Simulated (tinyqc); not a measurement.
Inside a calculation. Method: RKS/PBE in the 6-31g basis, for He, spin multiplicity 1. One step of it, computed by the program tinyqc.

Task: Iteration 2: diagonalisation and new density. Diagonalise F' = X^T F X, C = X C', fill 1 alpha and 1 beta electrons from the bottom; D = 2 C_occ C_occ^T; the new density keeps 0.7 of the old one (damping). Each column has its largest component positive (the first on a tie).

extrapolated F (hartree):
```
           1He 1s     1He 2s
1He 1s  -0.313575  -0.660228
1He 2s  -0.660228  -0.226640
```

X:
```
           1He 1s     1He 2s
1He 1s   1.217774  -0.435508
1He 2s  -0.435508   1.217774
```

D after iteration 1:
```
          1He 1s    1He 2s
1He 1s  0.997220  0.520291
1He 2s  0.520291  0.342898
```

overlap S:
```
          1He 1s    1He 2s
1He 1s  1.000000  0.634148
1He 2s  0.634148  1.000000
```

Give: F' = X^T F X; orbital energies; coefficients C; D after iteration 2.

Result:

F' = X^T F X (hartree):
```
        1       2
1   0.192  -0.818
2  -0.818   0.305
```

orbital energies (hartree): MO1 -0.571, MO2 1.068

coefficients C:
```
          MO1     MO2
1He 1s  0.593  -1.149
1He 2s  0.513   1.187
```

D after iteration 2:
```
        1He 1s  1He 2s
1He 1s   0.909   0.547
1He 2s   0.547   0.398
```
